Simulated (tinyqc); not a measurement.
Active against total: solid solubility of a dopant against its melt (retrograde solidus), clustering and the electrically active fraction. Computed by tinyqc, a small Python program. Command: `OMP_NUM_THREADS=1 python tinyqc.py 3001282 3001283 out.jsonl retro walk`. One thread of a shared host (Intel(R) Xeon(R) Processor @ 2.30GHz), about 0.01 s of CPU time with the checks.

Inputs (values chosen for the exercise, for a model dopant):

| quantity | value | unit |
|---|---|---|
| atoms per cluster m | 4 | - |
| cluster scale N* at 1273 K | 3.9e+20 | 1/cm^3 |
| activation energy E_b of the cluster scale | 0.58 | eV |
| anneal temperature T_a | 1075 | K |
| prefactor of n_i | 3.99e+16 | 1/(cm^3 K^1.5) |
| energy E_i in n_i | 0.608 | eV |

Clustering: clusters that take up free electrons.

Constants: k_B = 8.617333262e-05 eV/K.

Method. A highly soluble donor (another dopant than that of the solidus) is limited by clustering. Donors N_a are active, and clusters hold m atoms each: N_t = N_a + m C, m C = N* (N_a/N*)^m (n/N*)^m, each atom taking one electron, n = N_a/2 + sqrt(N_a^2/4 + n_i^2), n_i = prefactor x T^1.5 exp(-E_i/(k_B T)), with N*(T) = N*(1273 K) exp[-(E_b/k_B)(1/T - 1/1273)].

Active density (1/cm^3):

| N_t (1/cm^3) | N_a at T_a | fraction | N_a at T_a + 150 K | N_a at T_a - 150 K |
|---|---|---|---|---|
| 1.00e+19 | 1.0000e+19 | 1.00000 | 1.0000e+19 | 9.9999e+18 |
| 3.00e+19 | 3.0000e+19 | 0.99999 | 3.0000e+19 | 2.9530e+19 |
| 1.00e+20 | 9.5420e+19 | 0.95420 | 9.9969e+19 | 5.2574e+19 |
| 2.00e+20 | 1.3336e+20 | 0.66681 | 1.9380e+20 | 6.0183e+19 |
| 5.00e+20 | 1.6330e+20 | 0.32660 | 2.9936e+20 | 6.9272e+19 |
| 1.00e+21 | 1.8246e+20 | 0.18246 | 3.4695e+20 | 7.6205e+19 |
| 2.00e+21 | 2.0136e+20 | 0.10068 | 3.8844e+20 | 8.3483e+19 |
| 5.00e+21 | 2.2748e+20 | 0.04550 | 4.4235e+20 | 9.3892e+19 |

What does the comparison show, and why?

The exponent d ln N_a/d ln N_t falls from 1.00 to 0.13, towards 1/(2m) = 0.125. At the highest dose a 150 K hotter anneal gives 1.94 times the active density, and a later step 150 K cooler would cut it to 0.41 if it ran to equilibrium: short hot anneals come last.

Extremes, crossings and ranges named in words are read from the listed rows.
